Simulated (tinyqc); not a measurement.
Hueckel theory of the pi electrons, for the molecule C=Cc1ccccc1 (SMILES; centres numbered as the heavy atoms are written), step by step. One step of it, computed by the program tinyqc.

Task: Energy, charges, bond orders. E = sum n x; q_r = z_r - P_rr; bond order p = P_rs; free valence = sqrt(3) - sum of p over the bonds of the atom.

x values: [2.135779, 1.414214, 1.000000, 0.662153, -0.662153, -1.000000, -1.414214, -2.135779]

occupations: [2.000000, 2.000000, 2.000000, 2.000000, 0.000000, 0.000000, 0.000000, 0.000000]

charge and bond-order matrix P, order 1C, 2C, 3C, 4C, 5C, 6C, 7C, 8C:
```
[[1.000000, 0.911344, 0.000000, -0.252725, 0.000000, 0.204237, 0.000000, -0.252725],
 [0.911344, 1.000000, 0.405894, 0.000000, -0.048488, 0.000000, -0.048488, 0.000000],
 [0.000000, 0.405894, 1.000000, 0.610131, 0.000000, -0.301212, 0.000000, 0.610131],
 [-0.252725, 0.000000, 0.610131, 1.000000, 0.678703, 0.000000, -0.321297, 0.000000],
 [0.000000, -0.048488, 0.000000, 0.678703, 1.000000, 0.658619, 0.000000, -0.321297],
 [0.204237, 0.000000, -0.301212, 0.000000, 0.658619, 1.000000, 0.658619, 0.000000],
 [0.000000, -0.048488, 0.000000, -0.321297, 0.000000, 0.658619, 1.000000, 0.678703],
 [-0.252725, 0.000000, 0.610131, 0.000000, -0.321297, 0.000000, 0.678703, 1.000000]]
```

Centres:
```
centre  z_r, pi electrons of the neutral centre         h
1C                                            1  0.000000
2C                                            1  0.000000
3C                                            1  0.000000
4C                                            1  0.000000
5C                                            1  0.000000
6C                                            1  0.000000
7C                                            1  0.000000
8C                                            1  0.000000
```

Bonds:
```
i  j  k
1  2  1
2  3  1
3  4  1
4  5  1
5  6  1
6  7  1
7  8  1
8  3  1
```

Give: pi energy = 8 alpha + this times beta; pi charges; Bond orders and lengths from R = 1.517 - 0.180 p; free valence of the carbons; gap between the highest filled and the next level.

Result:

pi energy = 8 alpha + this times beta = 10.4243

pi charges: [0.0000, 0.0000, 0.0000, 0.0000, 0.0000, 0.0000, 0.0000, 0.0000]

Bond orders and lengths from R = 1.517 - 0.180 p (angstrom, C-C alone):
```
bond       p       R
1-2   0.9113  1.3530
2-3   0.4059  1.4439
3-4   0.6101  1.4072
4-5   0.6787  1.3948
5-6   0.6586  1.3984
6-7   0.6586  1.3984
7-8   0.6787  1.3948
8-3   0.6101  1.4072
```

free valence of the carbons: [0.8207, 0.4148, 0.1059, 0.4432, 0.3947, 0.4148, 0.3947, 0.4432]

gap between the highest filled and the next level = 1.3243 |beta|
